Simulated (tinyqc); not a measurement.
Inside a calculation: propagation of a band-gap error through k.p and effective-mass formulas. Values are carried at full precision from step to step, so a last printed digit may differ when a step is redone from the rounded ones.

Chain, for a gap E (the reference Eg or another value), with Ep and Dso kept: 1/me = 1 + Ep (E + 2 Dso/3)/(E (E + Dso)); g* = 2 - 2 Ep Dso/(3 E (E + Dso)); g1(E) = g1 + (Ep/3)(1/E - 1/Eg), g2(E) = g2 + (Ep/6)(1/E - 1/Eg), light hole 1/(g1 + 2 g2), heavy hole 1/(g1 - 2 g2) along [100]; optical constant ei(E) = 1 + (ei - 1)(EP/(EP + E - Eg))^2, static e0(E) = ei(E) + e0 - ei.

Constants: Ry = 13.60569312 eV; a0 (Bohr radius) = 0.5291772105 angstrom; kB = 8.617333262e-05 eV/K; hbar^2/2m0 = 3.80998211 eV angstrom^2.

Parameters, chosen for this exercise (reference values near those of GaSb, gap at low temperature; the results hold for these values, not for the real material):
```
symbol  value  unit        meaning
Eg      0.804  eV          gap at Gamma to the s-like level
Dso     0.757  eV          spin-orbit splitting
Ep      26.7   eV          Kane energy
g1      13.34              Luttinger gamma1
g2      4.7                gamma2
e0      15.87              static dielectric constant
ei      14.26              optical dielectric constant
EP      4.03   eV          mean (Penn) gap
Eg2     0.442  eV          a wrong gap
mh      0.44   m0          density-of-states mass of the holes
T       400    K           temperature
k       0.042  1/angstrom  wave vector
```

## Masses, g factor and screening for both gaps

Evaluate the chain at Eg and at Eg2.

Band values at the two gaps:
```
quantity      at Eg   at Eg2  ratio
me          0.03467  0.02054  0.592
g*           -8.736   -23.43      -
g1            13.34    22.41  1.680
g2            4.700    9.233  1.964
light hole  0.04398  0.02447  0.556
heavy hole   0.2538   0.2538  1.000
ei            14.26    17.01  1.193
e0            15.87    18.62  1.173
```

The gap is off by a factor of 0.55; the electron mass follows with 0.59 and the light hole with 0.56, while the heavy hole, which does not couple to the conduction level, keeps its value. The optical constant changes less, by +19 %, as it answers to the mean gap, which shifts by the same -0.36 eV on a base of 4.03 eV. g* moves by -14.69; remote bands, left out here, shift it by tenths or, where it is large, by some per cent.

## Binding energies and densities for both gaps

Donor: R = Ry me/e0^2, a_B = a0 e0/me, Mott density (0.26/a_B)^3. Nc, Nv = 2 (m kT/(4 pi c))^(3/2), c = hbar^2/2m0, ni = sqrt(Nc Nv) exp(-E/2kT). Exciton: Ry mu/e0^2 with 1/mu = 1/me + g1(E). 1 angstrom^-3 = 1e24 cm^-3.

Use the values of the table.

Results:
```
quantity                  at Eg     at Eg2  ratio
R (meV)                   1.873     0.8062  0.430
a_B (angstrom)            242.2      479.7   1.98
Mott density (cm^-3)  1.237e+15  1.592e+14  0.129
Nc (cm^-3)            2.494e+17  1.137e+17  0.456
ni (cm^-3)            1.444e+13  1.860e+15    129
exciton (meV)             1.281     0.5521  0.431
```

Power laws carry the error on: the donor energy (me/e0^2) by a factor of 0.430, the Mott density (cube of me/e0) by 0.129. ni, with its exponential, changes by a factor of 129, that is 2.1 decades.

## A scissor shift and what it does not mend

A rigid shift D = Eg - Eg2 of the conduction band restores the gap but leaves the curvature, so the mass stays me(Eg2); redoing the sum 1/m = 1 + Ep (E + 2 Dso/3)/(E (E + Dso)) with E = Eg and the same Ep gives another mass. For optics, eps2 at the edge goes as |p|^2/E^2: a rigid shift keeps the dipole elements p/E, while shifting the energies under unchanged p scales eps2 by (Eg2/Eg)^2.

shift D = 0.362 eV
mass under a rigid shift = 0.0205 m0
mass from the sum with the corrected gap = 0.0347 m0
factor on eps2 if p is left unscaled = 0.302

The rigid shift leaves the mass off by a factor of 0.59. The mass from the corrected gap is the reference me(Eg) here, because the exercise keeps Ep fixed; a real correction of the gap depends on k and changes Ep as well.

## Far from the edge the relative error shrinks

Two-level dispersion E(k) = sqrt(E^2/4 + Ep c k^2) - E/2 at k/4, k, 4k for both gaps, c = hbar^2/2m0.

Energies above the edge:
```
k (1/angstrom)  at Eg (eV)  at Eg2 (eV)  ratio
0.01050             0.0137       0.0241  1.755
0.04200             0.1820       0.2568  1.411
0.16800             1.3395       1.4878  1.111
```

The ratio tends to Eg/Eg2 = 1.82 at k = 0 and goes from 1.755 to 1.111: at large k both curves approach the same slope sqrt(Ep c), while their distance in eV grows towards |Eg - Eg2|/2.

## Checks

- Chain at E = Eg against the inputs g1, g2, ei, e0: they agree to 1e-10 or better.

Run: tinyqc, `OMP_NUM_THREADS=1 python tinyqc.py 1850583 1850584 out.jsonl`; Intel(R) Xeon(R) Processor @ 2.30GHz, one thread, shared host; about 0.01 s of CPU time with all checks.
